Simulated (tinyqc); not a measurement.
Pariser-Parr-Pople SCF with singles CI, for the molecule NC1=CC=C2C=CC=C12 (SMILES; centres numbered as the heavy atoms are written), step by step. One step of it, computed by the program tinyqc.

Problem. Iteration 2: orbitals and new P. Diagonalise F (the basis is taken as orthonormal) and form P = 2 sum c c over the lowest orbitals; 0.5 of the old P is kept.

F (eV), lower triangle:
```
,1N,2C,3C,4C,5C,6C,7C,8C,9C
1N,-10.262713
2C,-5.361301,-7.155556
3C,0.151581,-4.314103,-6.171659
4C,0.591965,-0.022068,-5.422631,-4.005624
5C,0.063096,0.211616,0.523276,-4.377917,-4.082539
6C,-0.454720,0.315031,0.274059,-0.331298,-4.703451,-3.431184
7C,-0.075079,0.121176,-0.246637,0.120132,0.514867,-5.009376,-3.951293
8C,0.674662,-0.314462,-0.115090,0.310672,0.569433,0.210027,-5.040969,-4.107611
9C,0.212682,-4.198294,0.641701,0.150123,-4.600591,0.523794,0.582894,-4.694110,-5.056027
```

pi electrons, sum of z_r less the charge = 10

P after iteration 1, lower triangle:
```
,1N,2C,3C,4C,5C,6C,7C,8C,9C
1N,1.253040
2C,0.715600,0.998469
3C,-0.057182,0.463039,1.211102
4C,-0.310607,0.008082,0.762238,0.918374
5C,-0.033107,-0.077503,-0.191596,0.480024,1.167398
6C,0.307282,-0.164004,-0.148672,0.137359,0.568242,1.028703
7C,0.049544,-0.065736,0.154662,-0.065162,-0.188582,0.650856,1.151316
8C,-0.331357,0.130378,0.062427,-0.161664,-0.208524,-0.076922,0.659172,1.063557
9C,-0.080231,0.431775,-0.235038,-0.054974,0.540310,-0.191836,-0.213425,0.565394,1.208041
```

Give: orbital energies; P after iteration 2.

Solution.

orbital energies (eV): -16.1293  -13.0410  -11.2569  -8.9150  -8.3585  -2.4288  2.4282  4.3735  5.1037

P after iteration 2, lower triangle:
```
,1N,2C,3C,4C,5C,6C,7C,8C,9C
1N,1.3914
2C,0.6841,0.9752
3C,-0.1060,0.4697,1.2397
4C,-0.2763,0.0402,0.7500,0.8681
5C,-0.0118,-0.0813,-0.1966,0.4854,1.1681
6C,0.2985,-0.2077,-0.1382,0.1852,0.5684,0.9748
7C,0.0570,-0.0708,0.1447,-0.0649,-0.1821,0.6490,1.1470
8C,-0.3211,0.1779,0.0577,-0.1987,-0.2147,-0.0278,0.6659,1.0179
9C,-0.1209,0.4466,-0.2348,-0.0580,0.5346,-0.1875,-0.2133,0.5528,1.2177
```
